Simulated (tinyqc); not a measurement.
# Trap density from the barrier height

Inverse problem. In a partly depleted grain with all boundary traps filled, 2 N W = Qt and VB = q N W^2/(2 eps0 eps_r). Find Qt, W and the doping at which VB would equal Vt.

Inputs (values chosen for the exercise):

| symbol | value | unit | meaning |
|---|---|---|---|
| T | 300 | K | temperature |
| eps_r | 11.7 |  | relative permittivity |

Constants: q = 1.602176634e-19 C, kB = 1.380649e-23 J/K, Vt = kB T/q, eps0 = 8.8541878128e-14 F/cm where lengths are in cm. Results are converted to the units shown.

doping = 4.2e18 cm^-3
barrier height = 0.089113167 V

Answer. Eliminating W gives VB = q Qt^2/(8 eps0 eps_r N), which falls as 1/N.

Qt = 4.40e12 cm^-2
W = 5.24 nm
doping for VB = Vt = 1.45e19 cm^-3

Program tinyqc, `OMP_NUM_THREADS=1 python tinyqc.py 2830204 2830205 out.jsonl`; Intel Xeon 2.30GHz, shared host, one thread, about 0.01 s.
